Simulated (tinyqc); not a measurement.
# Inputs raised by 5 %, one at a time

Model: charge control and current of a heterostructure field-effect transistor. Computed by tinyqc, a small Python program. Command: `OMP_NUM_THREADS=1 python tinyqc.py 3017772 3017773 out.jsonl hemt sens`. One thread of a shared host (Intel(R) Xeon(R) Processor @ 2.30GHz), about 0.02 s of CPU time with the checks.

Two subbands in a triangular well; E_F is counted from the conduction band edge of the channel at the interface.

Inputs (values chosen for the exercise, modelled on AlGaN/GaN):

| quantity | value | unit |
|---|---|---|
| channel mass m | 0.21 | m_0 |
| permittivity eps (barrier and channel) | 9.56 | - |
| barrier thickness d | 15 | nm |
| Schottky barrier phi_B | 1.4 | eV |
| conduction band offset dE_c | 0.42 | eV |
| polarisation charge sigma/e | 1.6e+13 | 1/cm^2 |
| gate voltage V_G | 0.3 | V |
| mobility mu | 2100 | cm^2/(V s) |
| saturation velocity v_s | 1.3 | 1e7 cm/s |
| gate length L | 150 | nm |
| source resistance R_S | 0 | ohm mm |
| temperature T | 300 | K |
| mixing | 0.3 | - |
| iteration cap | 200 | - |

Charge source: polarisation. Velocity law: two-piece.

Constants: e = 1.602176634e-19 C; eps_0 = 8.8541878128e-12 F/m; k_B = 8.617333262e-05 eV/K; hbar = 1.054571817e-34 J s; m_0 = 9.1093837015e-31 kg; k_B = 1.380649e-23 J/K.

Method:
- Threshold V_T = phi_B - dE_c - sigma d/(eps eps_0) (in volts); C_b = eps eps_0/d.
- Charge control: n_s = C_b (V_G - V_T - E_F/e)/e. Well: mean field F = e n_s/(2 eps eps_0), E_i = (hbar^2/2m)^(1/3) [(3 pi e F/2)(i + 3/4)]^(2/3), i = 0, 1; n_s = D k_B T sum_i ln(1 + exp((E_F - E_i)/k_B T)), D = m/(pi hbar^2), which is solved in closed form for E_F.
- Iteration from n_s = C_b (V_G - V_T)/(2e): E_F from n_s, n_out from the charge control, n_new = n_s + mixing (n_out - n_s), kept above n_s/10; stop when |n_out/n_s - 1| < 1e-9.
- C_g = e dn_s/dV_G = 1/(1/C_b + 1/C_q), 1/C_q = d(E_F/e)/d(e n_s) by a central difference of +/- 0.1 % in n_s; added distance dd = eps eps_0/C_q.
- With V = e n_s/C_g and V_c = v_s L/mu: for v = mu F up to v_s, I/W = C_g v_s V_c (sqrt(1 + (V/V_c)^2) - 1) and V_Dsat = V + V_c - sqrt(V^2 + V_c^2); g_m = dI/dV; extrinsic g_m/(1 + g_m R_S); f_T = g_m/(2 pi C_g L).

Runs:

| input moved | from | to | saturation current I/W (mA/mm) | extrinsic g_m (mS/mm) | intrinsic f_T (GHz) | gate capacitance C_g (microfarad/cm^2) |
|---|---|---|---|---|---|---|
| base run | - | - | 2446.0 | 666.29 | 137.89 | 0.51269 |
| barrier thickness d (nm) | 15 | 15.75 | 2484.4 | 637.53 | 137.90 | 0.49054 |
| Schottky barrier phi_B (eV) | 1.4 | 1.47 | 2399.4 | 666.04 | 137.89 | 0.51250 |
| conduction band offset dE_c (eV) | 0.42 | 0.441 | 2460.0 | 666.36 | 137.89 | 0.51274 |
| polarisation charge sigma/e (1/cm^2) | 1.6e+13 | 1.68e+13 | 2597.3 | 667.07 | 137.90 | 0.51327 |
| mobility mu (cm^2/(V s)) | 2100 | 2205 | 2448.9 | 666.31 | 137.90 | 0.51269 |
| saturation velocity v_s (1e7 cm/s) | 1.3 | 1.365 | 2565.1 | 699.58 | 144.78 | 0.51269 |
| gate length L (nm) | 150 | 157.5 | 2443.0 | 666.27 | 131.32 | 0.51269 |

Exponents ln(y'/y) / ln(x'/x):

| input | saturation current I/W | extrinsic g_m | intrinsic f_T | gate capacitance C_g |
|---|---|---|---|---|
| barrier thickness d | 0.320 | -0.904 | 0.001 | -0.905 |
| Schottky barrier phi_B | -0.394 | -0.008 | 0.000 | -0.008 |
| conduction band offset dE_c | 0.117 | 0.002 | 0.000 | 0.002 |
| polarisation charge sigma/e | 1.231 | 0.024 | 0.001 | 0.023 |
| mobility mu | 0.024 | 0.001 | 0.001 | 0.000 |
| saturation velocity v_s | 0.975 | 0.999 | 0.999 | 0.000 |
| gate length L | -0.025 | -0.001 | -1.001 | 0.000 |

Among the inputs moved here: saturation current I/W answers most in size to polarisation charge sigma/e (exponent +1.231), next to saturation velocity v_s (+0.975). Its exponent +0.024 in mobility mu: full saturation. Its exponent +0.975 in saturation velocity v_s: full saturation. Extrinsic g_m answers most in size to saturation velocity v_s (exponent +0.999), next to barrier thickness d (-0.904). Intrinsic f_T answers most in size to gate length L (exponent -1.001), and about equally to saturation velocity v_s (+0.999); its exponent is below 0.0005 for Schottky barrier phi_B, conduction band offset dE_c. Its exponent -1.001 in gate length L: velocity saturation. Gate capacitance C_g answers most in size to barrier thickness d (exponent -0.905), next to polarisation charge sigma/e (+0.023); its exponent is below 0.0005 for mobility mu, saturation velocity v_s, gate length L.

Caution (all rows): E_F lies above the conduction band minimum of the barrier, so electrons would spill into the barrier.

Extremes, crossings and ranges named in words are read from the listed rows.
